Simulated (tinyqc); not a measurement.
Changing the polish time t: chemical-mechanical planarisation: Preston law, pattern density and step-height reduction. Computed by tinyqc, a small Python program. Command: `OMP_NUM_THREADS=1 python tinyqc.py 3005965 3005966 out.jsonl cmp sweep`. One thread of a shared host (Intel(R) Xeon(R) Processor @ 2.30GHz), about 0.02 s of CPU time with the checks.

A row of 10 cells, repeated periodically, holds raised features that cover a share rho of each cell.

Inputs (values chosen for the exercise, close to those used for oxide polishing):
```
quantity,value,unit
Preston coefficient K,1.2e-13,1/Pa
pressure P,37,kPa
platen and carrier speed,93,rpm
distance between the centres,15,cm
initial step height h0,620,nm
contact height h_c,110,nm
film above the raised areas z0,1500,nm
cell size,2.2,mm
planarisation length,4.4,mm
```

local pattern densities, cell by cell: [0.8, 0.1, 0.2, 0.6, 0.3, 0.7, 0.8, 0.5, 0.8, 0.4]

Method:
- With equal rotation speeds the relative speed is uniform, v = omega r_c; Preston rate R0 = K P v.
- The stiff pad averages the density: rho_eff(i) = sum_j w_ij rho_j / sum_j w_ij, w = exp(-2 d^2/L^2), L the planarisation length and d the distance between cell centres, summed over all periodic images of cell j.
- While h > h_c only raised areas polish, at R0/rho_eff, until t_c = rho_eff (h0 - h_c)/R0. After that h = h_c exp(-(t - t_c)/tau), tau = rho_eff h_c/R0; low areas polish at R0 (1 - h/h_c) and raised areas at R0 [1 + (1 - rho_eff) h/(rho_eff h_c)]. Removed from raised areas after t_c: h0 - h_c + R0 (t - t_c) + (1 - rho_eff)(h_c - h); from low areas: R0 (t - t_c) - rho_eff (h_c - h). Film left = z0 less the removal from raised areas.

One run for each value:
```
polish time t (s),range of film left across the row (nm),largest remaining step (nm),thinnest film left (nm)
8.1,89.5,5.420e+02,1332
12.0,132.6,5.044e+02,1252
17.0,187.8,4.563e+02,1148
25.0,276.1,3.792e+02,983
36.0,303.4,2.733e+02,850
53.0,258.5,1.096e+02,731
77.0,227.5,1.340e+01,575
110.0,223.3,7.453e-01,361
160.0,223.1,9.357e-03,37
```

Over the rows, range of film left across the row (nm) goes from 89.5 through a maximum among these rows, 303 at 36.0, to 223; largest remaining step (nm) falls from 542 to 0.00936 (exponent d ln y / d ln x -0.18 between the first rows and -12 between the last); thinnest film left (nm) falls from 1330 to 36.7 (exponent d ln y / d ln x -0.16 between the first rows and -6.1 between the last). At the low end the exponent of range of film left across the row is 1.00, close to 1: before contact the removals grow in fixed ratio. At the high end the exponent of range of film left across the row is 0.00, close to 0: after planarisation the range is frozen.

Extremes, crossings and ranges named in words are read from the listed rows.
